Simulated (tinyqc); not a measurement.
Inside a calculation. Method: tight binding, kagome lattice. One step of it, computed by the program tinyqc.

Question. Bloch Hamiltonian at k. H_AB = -t1 - t2 exp(-i k.a1), H_AC = -t1 - t2 exp(-i k.a2), H_BC = -t1 - t2 exp(i k.(a1 - a2)), H_CC = delta.

Parameters chosen for this model:
```
parameter      value                unit
t1          0.720000    eV, up triangles
t2          1.110000  eV, down triangles
delta      -0.800000        eV on site C
```

k point k (fractions of the reciprocal vectors): 0.320000  0.470000

Give: H(k) at k.

Answer.

H(k) at k (eV), lower triangle (Hermitian):
```
                 A                B        C
A           0.0000
B  -0.2474-1.0044i           0.0000
C   0.3703-0.2080i  -1.3724-0.8980i  -0.8000
```
